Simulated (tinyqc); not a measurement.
# Changing the temperature of use T

Model: self-consistent Fermi level with native defects, at growth and after a quench. Computed by tinyqc, a small Python program. Command: `OMP_NUM_THREADS=1 python tinyqc.py 3031552 3031553 out.jsonl scfermi sweep`. One thread of a shared host (Intel(R) Xeon(R) Processor @ 2.30GHz), about 0.1 s of CPU time with the checks.

Energies are counted from the top of the valence band (VBM); when the gap shrinks with temperature the conduction band moves and the levels stay. D and A draw on one reservoir with opposite signs, as the two vacancies of a compound do.

Inputs (values chosen for the exercise, with bands modelled on CdS):
```
quantity                                value   unit
gap E_g at 300 K                         2.53     eV
slope -dE_g/dT above 300 K            0.00035   eV/K
electron mass m_e                       0.207    m_0
valleys M_c                                 1      -
hole mass m_h                           0.821    m_0
E_f of the neutral native donor D       3.204     eV
E_f of the neutral native acceptor A    1.302     eV
shift s of the chemical potential        0.11     eV
site density N_s                      3.7e+22  cm^-3
growth temperature T_g                   1160      K
```

Added shallow dopant: none.

levels of D above the VBM, most positive state first (eV): 1.79  1.92  2.01

levels of A above the VBM, (0/-1) first (eV): 1.23

Constants: m_0 = 9.1093837015e-31 kg; k_B = 1.380649e-23 J/K; h = 6.62607015e-34 J s; k_B = 8.617333262e-05 eV/K.

Method:
- E_f(D, 0) = input + s and E_f(A, 0) = input - s; E_f(q, E_F = 0) follows from the levels, eps(q/q-1) = E_f(q - 1) - E_f(q) at E_F = 0.
- E_g(T) = E_g - slope x max(0, T - 300 K).
- N_c = 2 M_c (2 pi m_e k_B T/h^2)^(3/2) and N_v = 2 (2 pi m_h k_B T/h^2)^(3/2), masses in units of m_0.
- At growth T = T_g.
- n = N_c F_1/2((E_F - E_g)/k_B T), p = N_v F_1/2(-E_F/k_B T).
- F_1/2(eta) = (2/sqrt(pi)) int_0^infinity sqrt(x)/(1 + exp(x - eta)) dx, by the trapezoid rule in t = sqrt(x) with step 0.02 up to t = 12 (for eta < -12 by exp(eta) - exp(2 eta)/2^(3/2)).
- In equilibrium c_q = N_s exp(-(E_f(q, 0) + q E_F)/k_B T).
- Net charge = p - n + sum q c_q; the log ratio is ln(positive charge/negative charge).
- E_F is the root of the log ratio, by 50 bisections between -0.5 eV and E_g + 0.5 eV.
- After a quench the totals of D and A stay as grown, and each is shared among its charge states with weights exp(-(E_f(q, 0) + q E_F)/k_B T).

One run for each value; columns: (1) temperature of use T (K); (2) E_F after the quench (eV); (3) n after the quench (cm^-3); (4) p after the quench (cm^-3); (5) total D (cm^-3); (6) total A (cm^-3):
```
(1)     (2)         (3)         (4)         (5)         (6)
150  1.2306  1.8426e-26  2.9638e-23  8.5659e+16  5.0153e+17
280  1.2312  8.9358e-06  1.1630e-03  8.5659e+16  5.0153e+17
340  1.2315  2.5963e-01  1.2559e+01  8.5659e+16  5.0153e+17
410  1.2318  1.2360e+03  2.1564e+04  8.5659e+16  5.0153e+17
470  1.2320  2.4306e+05  2.2533e+06  8.5659e+16  5.0153e+17
540  1.2323  2.6861e+07  1.4223e+08  8.5659e+16  5.0153e+17
600  1.2326  6.4421e+08  2.3419e+09  8.5659e+16  5.0153e+17
```

Give the missing row, temperature of use T (K) = 210.

Computed row; columns: (1) temperature of use T (K); (2) E_F after the quench (eV); (3) n after the quench (cm^-3); (4) p after the quench (cm^-3); (5) total D (cm^-3); (6) total A (cm^-3):
```
(1)     (2)         (3)         (4)         (5)         (6)
210  1.2309  9.2059e-14  3.1515e-11  8.5659e+16  5.0153e+17
```

Interpolating between the two neighbouring rows (linearly) misses most in n after the quench (cm^-3), by a factor of 4.5e7. Over the rows, E_F after the quench (eV) rises from 1.2306 to 1.2326 (exponent d ln y / d ln x 6.2e-4 between the first rows and 0.0020 between the last). The frozen totals stay; E_F remains within 0.05 eV of the level at 1.23 eV. Densities far below 1 cm^-3 are nominal.
